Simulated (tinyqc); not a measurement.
CID on RHF in the sto-3g basis, for H3+, spin multiplicity 1, step by step. One step of it, computed by the program tinyqc.

Task: Integrals over molecular orbitals. (pq|rs) = sum C_ip C_jq C_kr C_ls (ij|kl), one index at a time.

coefficients C:
```
            MO1        MO2        MO3
1H 1s  0.493773  -0.000231   0.990580
2H 1s  0.434766   0.808650  -0.553746
3H 1s  0.434802  -0.808323  -0.554248
```

core Hamiltonian H = T + V (hartree), lower triangle:
```
           1H 1s      2H 1s      3H 1s
1H 1s  -1.270213
2H 1s  -0.571821  -1.206279
3H 1s  -0.571935  -0.401493  -1.206322
```

Two-electron integrals (ij|kl) in chemists' order, unique and non-zero (hartree):
```
(11|11) 0.774606   (21|11) 0.191166   (21|21) 0.067349   (22|11) 0.390279
(22|21) 0.191166   (22|22) 0.774606   (31|11) 0.191212   (31|21) 0.055466
(31|22) 0.129034   (31|31) 0.067378   (32|11) 0.101588   (32|21) 0.039769
(32|22) 0.123876   (32|31) 0.039776   (32|32) 0.030946   (33|11) 0.390315
(33|21) 0.129016   (33|22) 0.333500   (33|31) 0.191212   (33|32) 0.123876
(33|33) 0.774606
```

Give: one-electron integrals over orbitals h = C^T H C; Two-electron integrals over orbitals.

Result:

one-electron integrals over orbitals h = C^T H C (hartree), lower triangle:
```
         1        2        3
1  -1.4087
2   0.0000  -1.0521
3  -0.0265   0.0000  -0.9780
```

Two-electron integrals over orbitals (pq|rs), unique and non-zero (hartree):
```
(11|11) 0.5109      (21|11) -2.21e-05   (21|21) 0.1477      (22|11) 0.4857
(22|21) 9.81e-05    (22|22) 0.5764      (31|11) 0.0265      (31|21) 1.93e-06
(31|22) -0.0954     (31|31) 0.1511      (32|11) 3.02e-06    (32|21) -0.1185
(32|22) -3.04e-05   (32|31) -8.41e-05   (32|32) 0.1031      (33|11) 0.5172
(33|21) -1.01e-04   (33|22) 0.4448      (33|31) 0.1019      (33|32) 2.84e-05
(33|33) 0.5858
```
